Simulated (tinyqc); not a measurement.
Free and nearly free electrons in a metal: one step. Relaxation time and mean free path. Three cases, with inputs chosen for the exercise.

Problem. Use SI units: n in 1/m^3 (1e30 per 1/angstrom^3), rho in ohm m (1e-8 per micro-ohm cm).

Drude: 1/rho = n e^2 tau/(m m0) with e = 1.602176634e-19 C and m0 = 9.1093837e-31 kg; mean free path l = vF tau; rho l = hbar kF/(n e^2) = 12 pi^3 hbar/(e^2 S) with S = 4 pi kF^2 does not depend on tau or m.

Case 1.

Values chosen (out of a larger set: near those of Ag, whose d bands this model ignores; not measured data): m = 1 m0 (mass); rho = 1.61 micro-ohm cm (bulk resistivity).

n = 0.0572380 1/angstrom^3
vF = 1.38024e+06 m/s

Case 2.

Values chosen (out of a larger set: near those of Ag, whose d bands this model ignores; not measured data): m = 1 m0 (mass); rho = 1.75 micro-ohm cm (bulk resistivity).

n = 0.0588951 1/angstrom^3
vF = 1.39344e+06 m/s

Case 3.

Values chosen (out of a larger set: near those of Al; not measured data): m = 1 m0 (mass); rho = 2.96 micro-ohm cm (bulk resistivity).

n = 0.1783852 1/angstrom^3
vF = 2.01611e+06 m/s

Give: tau; l; rho l.

Solution.

Case 1.

tau = 38.51 fs
l = 53.15 nm
rho l = 8.557 1e-16 ohm m^2

Wires lose conductivity to surfaces and grain boundaries, with an excess that scales as rho l over the width and is of the order of rho itself at a width of l = 53 nm.

Case 2.

tau = 34.43 fs
l = 47.98 nm
rho l = 8.396 1e-16 ohm m^2

Wires lose conductivity to surfaces and grain boundaries, with an excess that scales as rho l over the width and is of the order of rho itself at a width of l = 48 nm.

Case 3.

tau = 6.72 fs
l = 13.55 nm
rho l = 4.011 1e-16 ohm m^2

Wires lose conductivity to surfaces and grain boundaries, with an excess that scales as rho l over the width and is of the order of rho itself at a width of l = 14 nm.

Computed by tinyqc, one run a case: `OMP_NUM_THREADS=1 python tinyqc.py N N+1 out.jsonl` with N = 1682352, 1682524, 1682683; one thread of a shared Intel(R) Xeon(R) Processor @ 2.30GHz, about 0.01 s a run at most.
